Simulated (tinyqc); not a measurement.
The basis set: RHF and MP2 along a ladder of basis sets, for H3+, spin multiplicity 1. Computed by the program tinyqc with PySCF. Command: `OMP_NUM_THREADS=1 python tinyqc.py 111385 111386 out.jsonl`; one thread of a shared host (Intel(R) Xeon(R) Processor @ 2.60GHz), about 0.7 s.

Geometry (angstrom):
```
atom,x,y,z
H,0.0000,0.0000,0.0000
H,0.0000,0.0000,0.8240
H,0.0000,0.7810,-0.2610
```

Same geometry throughout; the dipole is taken about the origin.

RHF and frozen-core MP2 in a ladder of bases:
```
basis,functions,E(RHF) (hartree),E(MP2 corr) (hartree),HOMO (eV),LUMO (eV),dipole (debye)
sto-3g,3,-1.220386,-0.018227,-31.1833,-6.9374,2.2344
3-21g,6,-1.233674,-0.023563,-30.9220,-8.3087,2.2218
6-31g,6,-1.237801,-0.023681,-30.9420,-8.3526,2.2092
6-31g**,15,-1.252525,-0.032198,-30.9249,-8.1856,2.0870
cc-pvdz,15,-1.255137,-0.031099,-30.8739,-8.1188,1.9923
aug-cc-pvdz,27,-1.255501,-0.031437,-30.8785,-8.1399,1.9595
cc-pvtz,42,-1.260063,-0.035857,-30.9158,-8.1365,1.9593
```

From cc-pVDZ to cc-pVTZ the RHF energy falls by 4.9 mhartree and the correlation energy by 4.8. If valence correlation converges as X^-3, (27 E(T) - 8 E(D))/19 gives -0.0379 hartree, a rough estimate from such small X that usually falls short; STO-3G holds about 48 % of it. Beyond STO-3G the LUMO moves by 0.2 eV and the HOMO by 0.1 eV.
